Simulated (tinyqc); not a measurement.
# Doping from the body effect

Problem. The threshold of a long MOSFET, counted against the source, shifts by gamma (sqrt(2 phiF + Vsb) - sqrt(2 phiF)) with gamma = sqrt(2 eps0 eps_r q N)/Cox. Find 2 phiF, gamma and N from two shifts.

Values chosen for this exercise:
- eps_r = 11.5 (relative permittivity)

Constants: q = 1.602176634e-19 C, eps0 = 8.8541878128e-14 F/cm where lengths are in cm. Results are converted to the units shown.

|VT - VT(0)| at source-body biases 1.1 and 2.7 V (V): 0.051032084  0.10096950
Cox = 0.23283235 uF/cm^2

Solution. The ratio of the shifts depends on 2 phiF alone and rises steadily with it, so it fixes 2 phiF; either shift then gives gamma, and gamma gives N.

2 phiF = 0.6362 V
gamma = 0.09813 V^0.5
N = 1.600e15 cm^-3

tinyqc, about 0.03 s, one thread, Intel Xeon 2.30GHz (shared host): `OMP_NUM_THREADS=1 python tinyqc.py 2060048 2060049 out.jsonl`
